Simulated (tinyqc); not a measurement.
## Slope factor and drain-induced lowering from three currents

Inverse problem. With source and body at 0 V, I = A exp((Vg + dd Vd)/(nf Vt)) (1 - exp(-Vd/Vt)). Find nf, the swing nf Vt ln 10 and dd.

Inputs (values chosen for the exercise): temperature T = 330 K.

Constants: q = 1.602176634e-19 C, kB = 1.380649e-23 J/K, Vt = kB T/q. Results are converted to the units shown.

currents at (Vg, Vd) = (0, 0.05), (0, 1.2) and (0.09, 1.2) V (nA/um): [9.9824476e-4, 0.13501690, 1.8870884]

Answer. The pair at equal Vd gives nf; the pair at equal Vg, after dividing out the factors 1 - exp(-Vd/Vt), gives dd.

nf = 1.20
swing = 78.6 mV/decade
dd = 0.140

Computed by the program tinyqc: `OMP_NUM_THREADS=1 python tinyqc.py 2242051 2242052 out.jsonl`, one thread of a shared Intel Xeon 2.30GHz, about 0.03 s for the whole run.
